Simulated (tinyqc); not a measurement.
# Drift layer from breakdown voltage and on-resistance

Inverse problem. An ideal drift layer with a triangular field at breakdown has BV = Ec W/2, N = eps0 eps_r Ec/(q W) and Ron = W/(q mu N). Find Ec, W and N.

Inputs (values chosen for the exercise): relative permittivity eps_r = 12.9; electron mobility of the drift layer mu = 8470 cm^2/(V s).

Constants: q = 1.602176634e-19 C, eps0 = 8.8541878128e-14 F/cm where lengths are in cm. Results are converted to the units shown.

BV = 185.71687 V
Ron = 0.49653759 mohm cm^2

Answer. Eliminating W and N gives Ron = 4 BV^2/(eps0 eps_r mu Ec^3), which yields Ec.

Ec = 306 kV/cm
W = 12.1 um
N = 1.80e15 cm^-3

tinyqc, about 0.05 s, one thread, Intel Xeon 2.30GHz (shared host): `OMP_NUM_THREADS=1 python tinyqc.py 2120147 2120148 out.jsonl`
